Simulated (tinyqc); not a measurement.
# Worked calculation: abrupt p-n junction, non-linear Poisson equation by Newton steps

Computed by the program tinyqc: `OMP_NUM_THREADS=1 python tinyqc.py 2000092 2000093 out.jsonl`, one thread of a shared Intel Xeon 2.30GHz, about 0.03 s for the whole run. Printed values are rounded; ~0 in a residual or rate marks an entry under 1e-11 of the largest of its column.

One dimension, p side on the left, n side on the right; net doping C = -Na for x < 0 and +Nd for x > 0. The potential psi is counted from the intrinsic level, and the quasi-Fermi potentials are flat: 0 for holes and -V for electrons, so n = ni exp((psi + V)/Vt) and p = ni exp(-psi/Vt) (Boltzmann statistics, full ionisation, no current).

Inputs (values chosen for the exercise); band and dielectric values close to those of 4H silicon carbide: temperature T = 300 K; band gap Eg = 3.29 eV; relative permittivity eps_r = 9.69; conduction-band density of states at T Nc = 1.7e19 cm^-3; valence-band density of states at T Nv = 2.46e19 cm^-3; acceptor density of the p side Na = 1.8e15 cm^-3; donor density of the n side Nd = 6.1e16 cm^-3; bias of the p side against the n side V = 0 V.

Constants: q = 1.602176634e-19 C, kB = 1.380649e-23 J/K, Vt = kB T/q, eps0 = 8.8541878128e-14 F/cm where lengths are in cm. Results are converted to the units shown.

## Intrinsic density, end potentials and Debye lengths

ni = sqrt(Nc Nv) exp(-Eg/(2 Vt)), Eg in volts; psi_p = -Vt ln(Na/ni), psi_n = Vt ln(Nd/ni) - V; Debye length sqrt(eps0 eps_r Vt/(q N)).

ni = 4.741419e-9 cm^-3
psi_p = -1.403595 V
psi_n = 1.494674 V
Debye length, p side = 87.69844 nm
Debye length, n side = 15.06479 nm

## Net doping on the mesh

x, node 0 to 14 (nm): -2560  -1370  -728  -381  -194  -92.4  -37.6  -8  8  26.2  46.9  70.5  97.4  128  163

C = -Na for x < 0 and +Nd for x > 0, taken at the nodes.

net doping C, node 0 to 14 (cm^-3): -1.8e15  -1.8e15  -1.8e15  -1.8e15  -1.8e15  -1.8e15  -1.8e15  -1.8e15  6.1e16  6.1e16  6.1e16  6.1e16  6.1e16  6.1e16  6.1e16

## Couplings between neighbouring nodes

a_i = eps0 eps_r/h_i for the interval from node i to i + 1, with h_i = x_(i+1) - x_i in cm.

coupling a_i, interval 0 to 13 (F/cm^2): 7.209839e-9  1.336403e-8  2.472538e-8  4.588079e-8  8.444594e-8  1.565640e-7  2.898550e-7  5.362317e-7  4.714125e-7  4.144786e-7  3.635469e-7  3.189483e-7  2.803826e-7  2.451345e-7

## Starting potential

A straight line in x from psi_p = -Vt ln(Na/ni) at the first node to psi_n = Vt ln(Nd/ni) - V at the last.

psi at the start, node 0 to 14 (V): -1.403595  -0.136999  0.546324  0.915659  1.114695  1.222835  1.281162  1.312668  1.329697  1.349069  1.371101  1.396220  1.424852  1.457421  1.494674

## Iteration 1: densities, residual and Jacobian diagonal

n_i = ni exp((psi_i + V)/Vt), p_i = ni exp(-psi_i/Vt), rho_i = p_i - n_i + C_i, g_i = (n_i + p_i)/Vt. Box widths w_i = (h_(i-1) + h_i)/2 in cm. Residual F_i = a_i (psi_(i+1) - psi_i) - a_(i-1) (psi_i - psi_(i-1)) + q rho_i w_i; Jacobian: a_(i-1) and a_i beside the diagonal, b_i = -a_(i-1) - a_i - q g_i w_i on it. The two end nodes are fixed.

```
node	n (cm^-3)	p (cm^-3)
0	1.248947e-32	1.8e15
1	2.368207e-11	9.492858e-7
2	7.140754	3.148274e-18
3	1.143671e7	1.965692e-24
4	2.523290e10	8.909420e-28
5	1.654371e12	1.358888e-29
6	1.579385e13	1.423405e-30
7	5.342601e13	4.207885e-31
8	1.032385e14	2.177583e-31
9	2.184078e14	1.029315e-31
10	5.121485e14	4.389557e-32
11	1.353248e15	1.661266e-32
12	4.096044e15	5.488479e-33
13	1.443810e16	1.557065e-33
14	6.1e16	3.685418e-34
```

```
node	residual F (C/cm^2)	diagonal b (F/cm^2)
1	-2.641669e-8	-2.057387e-8
2	-1.426097e-8	-3.808941e-8
3	-7.700061e-9	-7.060618e-8
4	-4.161552e-9	-1.303290e-7
5	-2.257297e-9	-2.410901e-7
6	-1.227692e-9	-4.468321e-7
7	-6.770496e-10	-8.268417e-7
8	1.668402e-8	-1.008738e-6
9	1.894096e-8	-8.885239e-7
10	2.146606e-8	-7.850561e-7
11	2.413007e-8	-7.036717e-7
12	2.621143e-8	-6.723134e-7
13	2.446893e-8	-8.190117e-7
```

## Iteration 1: Newton step

Solve the tridiagonal system a_(i-1) d_(i-1) + b_i d_i + a_i d_(i+1) = -F_i for nodes 1 to 13, with d = 0 on fixed nodes. The full step is added.

Newton step d, node 1 to 13 (V): -2.599270  -2.024864  -1.137624  -0.491659  -0.091428  0.138815  0.267614  0.338874  0.385327  0.394911  0.354428  0.256161  0.117571
psi after iteration 1, node 0 to 14 (V): -1.403595  -2.736269  -1.478540  -0.221965  0.623037  1.131407  1.419978  1.580281  1.668571  1.734396  1.766012  1.750648  1.681013  1.574992  1.494674

## Iteration 2: densities, residual and Jacobian diagonal

As before.

```
node	n (cm^-3)	p (cm^-3)
0	1.248947e-32	1.8e15
1	5.112252e-55	4.397485e37
2	6.879005e-34	3.268067e16
3	8.852339e-13	2.539561e-5
4	138.8246	1.619385e-19
5	4.816260e10	4.667740e-28
6	3.392206e15	6.627265e-33
7	1.672878e18	1.343855e-35
8	5.089442e19	4.417194e-37
9	6.493480e20	3.462096e-38
10	2.205977e21	1.019097e-38
11	1.217580e21	1.846372e-38
12	8.235235e19	2.729861e-37
13	1.363372e18	1.648930e-35
14	6.1e16	3.685418e-34
```

```
node	residual F (C/cm^2)	diagonal b (F/cm^2)
1	6.453721e14	-2.496411e16
2	~0	-1.005361e-5
3	~0	-7.060617e-8
4	~0	-1.303267e-7
5	~0	-2.410123e-7
6	~0	-5.351369e-7
7	~0	-2.446434e-5
8	~0	-5.403724e-4
9	~0	-0.007828210
10	~0	-0.03028322
11	~0	-0.01905419
12	~0	-0.001467937
13	~0	-2.823985e-5
```

## Iteration 2: Newton step

As before.

Newton step d, node 1 to 13 (V): 0.02585200  0.02579020  0.00072440  -0.01278364  -0.02011032  -0.02402845  -0.02582132  -0.02585123  -0.02585186  -0.02585190  -0.02585158  -0.02583765  -0.02413687
psi after iteration 2, node 0 to 14 (V): -1.403595  -2.710417  -1.452750  -0.221241  0.610253  1.111297  1.395949  1.554460  1.642720  1.708544  1.740160  1.724796  1.655175  1.550855  1.494674

## Iteration 3: densities, residual and Jacobian diagonal

As before.

```
node	n (cm^-3)	p (cm^-3)
0	1.248947e-32	1.8e15
1	1.389654e-54	1.617744e37
2	1.865443e-33	1.205132e16
3	9.103897e-13	2.469387e-5
4	84.66633	2.655253e-19
5	2.212439e10	1.016120e-27
6	1.339128e15	1.678783e-32
7	6.161481e17	3.648644e-35
8	1.872357e19	1.200682e-36
9	2.388830e20	9.410903e-38
10	8.115367e20	2.770183e-38
11	4.479298e20	5.018878e-38
12	3.031256e19	7.416415e-37
13	5.359606e17	4.194534e-35
14	6.1e16	3.685418e-34
```

```
node	residual F (C/cm^2)	diagonal b (F/cm^2)
1	2.374191e14	-9.183782e15
2	~0	-3.731411e-6
3	~0	-7.060617e-8
4	~0	-1.303267e-7
5	~0	-2.410110e-7
6	~0	-4.814418e-7
7	~0	-9.532438e-6
8	~0	-1.994347e-4
9	~0	-0.002880413
10	~0	-0.01114111
11	~0	-0.007010191
12	~0	-5.407024e-4
13	~0	-1.142041e-5
```

## Iteration 3: Newton step

As before.

Newton step d, node 1 to 13 (V): 0.02585200  0.02552118  0.00095883  -0.01227794  -0.01946968  -0.02334873  -0.02569967  -0.02584951  -0.02585162  -0.02585173  -0.02585085  -0.02581061  -0.02113390
psi after iteration 3, node 0 to 14 (V): -1.403595  -2.684565  -1.427229  -0.220282  0.597975  1.091827  1.372600  1.528760  1.616870  1.682692  1.714308  1.698945  1.629364  1.529722  1.494674

## Course of the Newton iteration

Stop when the largest undamped |d| is below 1e-9 V, or after 25 iterations.

Course of the iteration:
```
iteration	largest |F| (C/cm^2)	largest |d| (V)	at node
1	2.64e-8	2.60	1
2	6.45e14	0.0259	1
3	2.37e14	0.0259	1
4	8.73e13	0.0259	1
5	3.21e13	0.0259	1
6	1.18e13	0.0259	1
7	4.35e12	0.0259	1
8	1.60e12	0.0259	1
9	5.89e11	0.0259	1
...	...	...	...
17	1.97e8	0.0259	1
18	7.26e7	0.0259	1
19	2.67e7	0.0259	1
20	9.83e6	0.0259	1
21	3.62e6	0.0259	1
22	1.33e6	0.0259	1
23	4.89e5	0.0259	1
24	1.80e5	0.0259	1
25	6.62e4	0.0259	1
```

Not converged within 25 iterations. The largest step sits at about Vt = 25.9 mV an iteration. An early full step of 2.60 V left a carrier density far too high, and where one exponential dominates the residual a Newton step lowers its exponent by only one. A rerun with the same steps from the depletion start converges in 5 iterations.
